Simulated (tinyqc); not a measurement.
Classical Heisenberg spin chain: exact results, Metropolis, heat-bath and over-relaxation steps, and a Monte Carlo run: one step, computed by the program tinyqc.

E = -J sum_i s_i . s_(i+1) for unit vectors s_i on an open chain; K = J/(k_B T).

Problem. Four single-spin steps. The given spins are first normalised. Spins 2 and 3 are updated in turn, with h = K (sum of the two neighbours). Heat bath: cos(theta) = 1 + ln(1 - r1 (1 - exp(-2 |h|)))/|h| about n = h/|h|, azimuth 2 pi r2 = phi in the frame a = n x z/|n x z|, b = n x a: s = n cos(theta) + sin(theta)(a cos(phi) + b sin(phi)); r1, r2 are the first two numbers of the row. Steps 2 and 4 are reflections, s -> 2 (s . h) h/|h|^2 - s, which keep the energy and use no random number.

Inputs (values chosen for the exercise, for a model chain of large moments): temperature T = 120 K.

Update: heat bath with over-relaxation.

four neighbouring spins (rows; components x, y, z):
```
         1        2        3
1  -0.9728  -0.2224  -0.0643
2  -0.7193  -0.1120  -0.6856
3  -0.4781  -0.6766  -0.5600
4  -0.4585  -0.6997  -0.5479
```

random numbers, one row a step:
```
        1       2       3
1  0.0395  0.3055  0.0381
2  0.1343  0.9489  0.9967
3  0.7653  0.6621  0.5903
4  0.8038  0.6627  0.6162
```

K = -1.160452

Give: the table «Steps» with the columns |h|, h . s before, h . s after, move, x, y, z.

Solution.

Steps:
```
spin    |h|  h . s before  h . s after        move        x       y        z
2     2.109        -1.825        2.069   heat bath   0.8015  0.5743   0.1666
3     0.613        -0.156       -0.156  reflection   0.8088  0.5557   0.1924
2     0.456        -0.094       -0.156   heat bath   0.4143  0.2743   0.8678
3     0.620         0.244        0.244  reflection  -0.7436  0.0723  -0.6647
```
